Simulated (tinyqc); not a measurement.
Programming of a floating-gate cell by Fowler-Nordheim tunnelling: one step of the calculation.

Per tunnel area the floating gate has Ctun = 3.9 eps0/tox to the channel (0 V) and Ccg to the control gate, Ct = Ctun/(1 - ag), no other coupling. With the threshold shift U = -Q/Ccg the field is F = ag (Vg - U)/tox, and dU/dt = J/Ccg. Fowler-Nordheim: J = A F^2 exp(-B/F), A = q^2/(16 pi^2 hbar mo phi) (times 1e14 for A/cm^2 with F in V/nm, emitter mass m0), B = (4/3) sqrt(mo/C) phi^1.5, C = hbar^2/(2 m0).

Task. Constants of the cell. A, B, Ccg = ag Ct, the starting field and current, K = A B ag/(Ccg tox), and the knee time t0 = exp(B/F(0))/K.

Inputs (values chosen for the exercise); oxide values close to those of silicon dioxide:
- phi = 3.13 eV (tunnel barrier)
- mo = 0.43 m0 (tunnelling mass)
- tox = 8.3 nm (tunnel oxide thickness)
- ag = 0.6 (coupling ratio Ccg/Ct)
- ar = 3200 nm^2 (tunnel area)
- Vt0 = -1.4 V (threshold shift at the start)
- Vg = 14.6 V (control-gate voltage)

Constants: q = 1.602176634e-19 C, hbar = 1.054571817e-34 J s, m0 = 9.1093837015e-31 kg, eps0 = 8.8541878128e-14 F/cm where lengths are in cm, hbar^2/(2 m0) = 0.0380998212 eV nm^2. Results are converted to the units shown.

Find: A; B; Ccg; F(0); J(0); K; t0; electrons for 1 V of shift.

Result.

A = 1.145e8 A cm^-2 (V/nm)^-2
B = 24.80 V/nm
Ccg = 0.6241 uF/cm^2
F(0) = 1.157 V/nm
J(0) = 0.07442 A/cm^2
K = 3.291e14 1/s
t0 = 6.257 us
electrons for 1 V of shift = 124.6

Range of the model: Programming fields of 10 MV/cm and more wear the oxide; trapping and the channel potential are ignored.

Computed by the program tinyqc: `OMP_NUM_THREADS=1 python tinyqc.py 2130019 2130020 out.jsonl`, one thread of a shared Intel Xeon 2.30GHz, about 0.01 s for the whole run.
